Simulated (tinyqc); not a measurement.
Worked calculation: temperature and isotope dependence of a band gap in oscillator models. Values are carried at full precision from step to step, so a last printed digit may differ when a step is redone from the rounded ones.

E(T) = E0 - sum_i sl_i th_i n_i(T), n = 1/(exp(th/T) - 1). The same coupling lowers the gap at 0 K by the zero-point term ZP = sum_i sl_i th_i/2, so the gap of the static lattice is E0 + ZP. Thermal expansion is taken as part of the slopes.

Values chosen for the exercise (near those of AlN; the results hold for these values, not for the real material): E0 = 6.153 eV (gap at 0 K); th = (305, 981) K (temperatures of two oscillators); sl = (0.1246, 0.6544) meV/K (their high-temperature slopes); T = 77 K (temperature); M = 20.53 u (mean atomic mass); dM = -0.69 u (change of the mean mass (not bounded by the natural isotopes)); T12 = (540, 980) K (temperatures of the fits).

## The gap at T

Give the occupations, the two terms, the gap, ZP and the static gap.

n_i: 0.01941  0.00000

terms (meV): 0.738  0.002

E(T) = 6.1523 eV
ZP = 339.98 meV
static gap = 6.4930 eV

The thermal fall, 0.7 meV, is smaller than the zero-point term, 340.0 meV; the soft oscillator supplies 100 % of the fall but 6 % of ZP. A calculation with clamped ions should be compared with the static gap.

## Slope and asymptote

dE/dT = -sum sl_i (th_i/T)^2 n_i (1 + n_i). At high T, n -> T/th - 1/2, so E -> E0 + ZP - (sum sl_i) T. Give the slope, its ratio to the limit, and the value at 0 K of the tangent drawn at T.

dE/dT = -0.0390 meV/K
ratio to the limiting slope = 0.0501
intercept of the tangent = 6.1553 eV
intercept - E0 = 2.26 meV

The tangent recovers 1 % of ZP: the extrapolation works only from T well above the higher oscillator (981 K).

## Isotope effect

With M -> M + dM the oscillator temperatures scale as M^(-1/2) and the slopes stay. Give th, ZP, E0 (static gap fixed) and E(T) for the new mass, and the linear rule dE0 = ZP dM/(2 M).

th (K): 310.26  997.91

ZP = 345.846 meV
shift of E0 = -5.862 meV
linear rule = -5.713 meV
shift of E(T) = -5.823 meV

The lighter crystal has the narrower gap. At 77 K 99 % of the shift at 0 K is left; it fades at high T, where the motion is classical and the mean-square amplitude no longer depends on mass.

## Two common fits

Two-parameter forms are made to pass through the falls at the two temperatures T12: Varshni aV T^2/(T + bV), from the line T^2/fall = (T + bV)/aV; one oscillator s1 t1/(exp(t1/T) - 1), with t1 from the ratio of the falls.

Give the falls and the parameters.

falls (meV): 174.6835  477.0976

aV = 1.2802 meV/K
bV = 1597 K
t1 = 824.5 K
s1 = 0.7635 meV/K
ZP of the one-oscillator fit = 314.8 meV

The limiting slope of the model is 0.7790 meV/K; Varshni puts it +64 % off and one oscillator -2 %. The ZP of the fit differs from the true one by -25.2 meV.

## Checks

- Slope by finite differences against the formula (meV/K): both 0.039000.
- Fall at 20 times the higher oscillator temperature against the asymptote (meV): 14947 against 14944.

Run: tinyqc, `OMP_NUM_THREADS=1 python tinyqc.py 1880945 1880946 out.jsonl`; Intel(R) Xeon(R) Processor @ 2.30GHz, one thread, shared host; about 0.01 s of CPU time with all checks.
